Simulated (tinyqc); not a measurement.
Hueckel theory of the pi electrons with the omega technique, for the molecule Bc1nnc2[nH]cnc2n1 (SMILES; centres numbered as the heavy atoms are written), step by step. One step of it, computed by the program tinyqc.

Problem. Omega technique, round 2. h_r = h_r(0) + omega q_r, omega = 1.4, with q_r = z_r - P_rr; 0.7 of the old diagonal is kept.

Hueckel matrix in units of beta (H = alpha + beta A), order 1B, 2C, 3N, 4N, 5C, 6N, 7C, 8N, 9C, 10N:
```
[[-0.930000, 0.670000, 0.000000, 0.000000, 0.000000, 0.000000, 0.000000, 0.000000, 0.000000, 0.000000],
 [0.670000, 0.000000, 0.970000, 0.000000, 0.000000, 0.000000, 0.000000, 0.000000, 0.000000, 0.970000],
 [0.000000, 0.970000, 0.540000, 0.970000, 0.000000, 0.000000, 0.000000, 0.000000, 0.000000, 0.000000],
 [0.000000, 0.000000, 0.970000, 0.540000, 0.970000, 0.000000, 0.000000, 0.000000, 0.000000, 0.000000],
 [0.000000, 0.000000, 0.000000, 0.970000, 0.000000, 0.720000, 0.000000, 0.000000, 1.000000, 0.000000],
 [0.000000, 0.000000, 0.000000, 0.000000, 0.720000, 1.560000, 0.720000, 0.000000, 0.000000, 0.000000],
 [0.000000, 0.000000, 0.000000, 0.000000, 0.000000, 0.720000, 0.000000, 0.970000, 0.000000, 0.000000],
 [0.000000, 0.000000, 0.000000, 0.000000, 0.000000, 0.000000, 0.970000, 0.540000, 0.970000, 0.000000],
 [0.000000, 0.000000, 0.000000, 0.000000, 1.000000, 0.000000, 0.000000, 0.970000, 0.000000, 0.970000],
 [0.000000, 0.970000, 0.000000, 0.000000, 0.000000, 0.000000, 0.000000, 0.000000, 0.970000, 0.540000]]
```

charge and bond-order matrix P, order 1B, 2C, 3N, 4N, 5C, 6N, 7C, 8N, 9C, 10N:
```
[[0.073198, 0.255533, 0.157716, -0.059525, -0.114764, 0.045934, 0.029886, -0.030614, -0.046414, 0.167507],
 [0.255533, 0.927033, 0.625065, -0.067186, -0.278210, 0.088084, 0.052638, -0.086357, -0.042506, 0.661032],
 [0.157716, 0.625065, 1.092405, 0.668557, -0.070646, -0.079313, 0.183382, 0.066325, -0.276865, -0.054303],
 [-0.059525, -0.067186, 0.668557, 1.093272, 0.634880, -0.099691, -0.117556, -0.012842, 0.109563, -0.311890],
 [-0.114764, -0.278210, -0.070646, 0.634880, 0.907488, 0.344183, -0.223067, -0.073127, 0.555338, 0.104105],
 [0.045934, 0.088084, -0.079313, -0.099691, 0.344183, 1.787234, 0.407932, -0.219386, -0.143058, 0.026445],
 [0.029886, 0.052638, 0.183382, -0.117556, -0.223067, 0.407932, 0.837589, 0.810533, -0.016682, -0.221588],
 [-0.030614, -0.086357, 0.066325, -0.012842, -0.073127, -0.219386, 0.810533, 1.233771, 0.466287, -0.067283],
 [-0.046414, -0.042506, -0.276865, 0.109563, 0.555338, -0.143058, -0.016682, 0.466287, 0.932619, 0.596886],
 [0.167507, 0.661032, -0.054303, -0.311890, 0.104105, 0.026445, -0.221588, -0.067283, 0.596886, 1.115391]]
```

Centres:
```
centre  z_r, pi electrons of the neutral centre          h
1B                                            0  -0.930000
2C                                            1   0.000000
3N                                            1   0.540000
4N                                            1   0.540000
5C                                            1   0.000000
6N                                            2   1.560000
7C                                            1   0.000000
8N                                            1   0.540000
9C                                            1   0.000000
10N                                           1   0.540000
```

Give: matrix after round 2.

Solution.

matrix after round 2, order 1B, 2C, 3N, 4N, 5C, 6N, 7C, 8N, 9C, 10N:
```
[[-0.9823, 0.6700, 0.0000, 0.0000, 0.0000, 0.0000, 0.0000, 0.0000, 0.0000, 0.0000],
 [0.6700, 0.0610, 0.9700, 0.0000, 0.0000, 0.0000, 0.0000, 0.0000, 0.0000, 0.9700],
 [0.0000, 0.9700, 0.4655, 0.9700, 0.0000, 0.0000, 0.0000, 0.0000, 0.0000, 0.0000],
 [0.0000, 0.0000, 0.9700, 0.4695, 0.9700, 0.0000, 0.0000, 0.0000, 0.0000, 0.0000],
 [0.0000, 0.0000, 0.0000, 0.9700, 0.0696, 0.7200, 0.0000, 0.0000, 1.0000, 0.0000],
 [0.0000, 0.0000, 0.0000, 0.0000, 0.7200, 1.7154, 0.7200, 0.0000, 0.0000, 0.0000],
 [0.0000, 0.0000, 0.0000, 0.0000, 0.0000, 0.7200, 0.1426, 0.9700, 0.0000, 0.0000],
 [0.0000, 0.0000, 0.0000, 0.0000, 0.0000, 0.0000, 0.9700, 0.3476, 0.9700, 0.0000],
 [0.0000, 0.0000, 0.0000, 0.0000, 1.0000, 0.0000, 0.0000, 0.9700, 0.0570, 0.9700],
 [0.0000, 0.9700, 0.0000, 0.0000, 0.0000, 0.0000, 0.0000, 0.0000, 0.9700, 0.4441]]
```
